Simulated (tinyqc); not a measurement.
# From one set of inputs to another, one input at a time

Model: ballistic transport through the one-dimensional subbands of a rectangular nanowire or nanosheet channel. Computed by tinyqc, a small Python program. Command: `OMP_NUM_THREADS=1 python tinyqc.py 3015225 3015226 out.jsonl wire ladder`. One thread of a shared host (Intel(R) Xeon(R) Processor @ 2.30GHz), about 0.08 s of CPU time with the checks.

Hard walls, parabolic subbands, transport along x. Energies are counted from the bulk conduction band edge at the top of the barrier, which the gate pulls down by U; the source Fermi level lies at the bulk edge when U = 0.

The inputs printed are set A. Inputs not listed in the table keep their values of set A, so the rows need not describe a real material.

Inputs (values chosen for the exercise, modelled on silicon):
```
quantity                                   value  unit
light mass m_t                              0.19   m_0
heavy mass m_l                             0.905   m_0
height a                                     2.9    nm
width b                                      4.5    nm
equivalent oxide thickness t                 1.3    nm
gate voltage above flat band V_G            0.38     V
drain voltage V_D                           0.01     V
temperature T                                 77     K
mean free path for back-scattering lambda     69    nm
channel length L                              26    nm
```

Valleys: silicon [100] wire.

Constants: hbar^2/(2 m_0) = 3.80998212 eV angstrom^2; k_B = 8.617333262e-05 eV/K; m_0 = 9.1093837015e-31 kg; k_B = 1.380649e-23 J/K; hbar = 1.054571817e-34 J s; eps_0 = 8.8541878128e-12 F/m; e = 1.602176634e-19 C; h = 6.62607015e-34 J s.

Method:
- E_pq = (hbar^2 pi^2/2)(p^2/(m_y b^2) + q^2/(m_z a^2)); valley pairs: (m_x, m_y, m_z) = (m_t, m_t, m_l), (m_t, m_l, m_t), (m_l, m_t, m_t), each with degeneracy g = 2; the 10 lowest subbands are kept.
- F_j(eta) = (1/Gamma(j + 1)) int_0^infinity x^j/(1 + exp(x - eta)) dx, F_0 = ln(1 + exp(eta)). Integrals over x = E/(k_B T) use 160 Gauss-Legendre points in u = sqrt(x) from 0 to sqrt(max(eta, 0) + 32).
- With degeneracy g = 2, eta_i = (U - E_i)/(k_B T) and u = e V_D/(k_B T): line density n = sum_i g sqrt(2 m_x k_B T/pi)/(2 hbar) [F_-1/2(eta_i) + F_-1/2(eta_i - u)]; gate: e n = C_ox (V_G - U/e), C_ox = 3.9 eps_0 2 (a + b)/t (flat-plate estimate); I = (2 e k_B T/h) sum_i g [F_0(eta_i) - F_0(eta_i - u)].
- Linear conductance G = (2 e^2/h) sum_i g f(eta_i), g = 2, f = 1/(1 + exp(-eta_i)), with the barrier frozen at the eta_i above; current per perimeter I/(2(a + b)); with scattering, transmission lambda/(lambda + L) and low-bias resistance (1 + L/lambda)/G.

Each row keeps all changes above it; columns: (1) input moved; (2) from; (3) to; (4) ballistic current I (microampere); (5) ballistic conductance (microsiemens); (6) current per perimeter (microampere/micrometre):
```
(1)                                              (2)   (3)     (4)     (5)     (6)
set A                                              -     -  1.5331  154.25  103.59
equivalent oxide thickness t (nm)                1.3   1.5  1.5117  153.31  102.14
channel length L (nm)                             26   110  1.5117  153.31  102.14
mean free path for back-scattering lambda (nm)    69   100  1.5117  153.31  102.14
temperature T (K)                                 77   300  1.2006  127.48   81.12
gate voltage above flat band V_G (V)            0.38  0.34  1.0659  114.42   72.02
height a (nm)                                    2.9   4.9  1.9052  212.64  101.34
width b (nm)                                     4.5   5.6  2.2421  250.37  106.77
```

Which inputs carry the difference?

Ballistic current I goes from 1.53 to 2.24, a factor 1.46 in all. The largest single move comes from height a (a factor 1.79), and temperature T works against it (a factor 0.794). Ballistic conductance goes from 154 to 250, a factor 1.62 in all. The largest single move comes from height a (a factor 1.86), and temperature T works against it (a factor 0.832). Current per perimeter goes from 104 to 107, a factor 1.03 in all. The largest single move comes from height a (a factor 1.41), and temperature T works against it (a factor 0.794). The single moves hold for this order of the switches; the total does not depend on the order.

Extremes, crossings and ranges named in words are read from the listed rows.
